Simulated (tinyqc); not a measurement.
Worked calculation: tight binding, honeycomb lattice. One step of it, computed by the program tinyqc.

Question. Levels at k. Diagonalise the Hermitian matrix.

H(k) at k (eV):
```
                     A                    B
A             0.000000  -0.631200-0.771969i
B  -0.631200+0.771969i             0.000000
```

Give: eigenvalues; weights |c|^2 of the basis functions.

Answer.

eigenvalues (eV): -0.9972  0.9972

weights |c|^2 of the basis functions:
```
   band 1  band 2
A  0.5000  0.5000
B  0.5000  0.5000
```
